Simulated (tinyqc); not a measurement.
## Body thickness for a wanted scale length

Question. A double-gate structure has tan(pi ti/Lambda) tan(pi ts/(2 Lambda)) = ei/eps_r, both angles below pi/2. Find ts.

Parameters, values chosen for the exercise; permittivities: semiconductor made up, insulator close to that of silicon nitride:
- eps_r = 20.1 (relative permittivity of the semiconductor)
- ei = 7.49 (relative permittivity of the insulator)
- ti = 2.3 nm (insulator thickness)

Lambda = 24.128230 nm

Solution. The condition is explicit in ts: an arctangent, taken between 0 and pi/2.

ts = 13.5 nm

Numbers from tinyqc (`OMP_NUM_THREADS=1 python tinyqc.py 2420062 2420063 out.jsonl`; about 0.01 s on one thread of a shared Intel Xeon 2.30GHz).
